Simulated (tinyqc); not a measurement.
# Screening length from the swing

Inverse problem. In a simple model of a Schottky-barrier transistor a barrier thinner than d = 4.1 nm is transparent, so the effective barrier is pn - psi (1 - exp(-d/lam)) and the swing beyond flat band is Vt ln 10/(1 - exp(-d/lam)). Find the thermionic swing, lam, and the effective barrier at psi = 0.2 V.

Parameters, values chosen for the exercise:
```
symbol  value  unit                                 meaning
T         300     K                             temperature
pn       0.96    eV  barrier for electrons at both contacts
```

Constants: q = 1.602176634e-19 C, kB = 1.380649e-23 J/K, Vt = kB T/q. Results are converted to the units shown.

swing in the tunnelling range = 60.529566 mV/decade

Answer. The ratio of the two swings is 1 - exp(-d/lam).

Vt ln 10 = 59.5 mV/decade
lam = 1.00 nm
effective barrier = 0.763 eV

Numbers from tinyqc (`OMP_NUM_THREADS=1 python tinyqc.py 2390119 2390120 out.jsonl`; about 0.2 s on one thread of a shared Intel Xeon 2.30GHz).
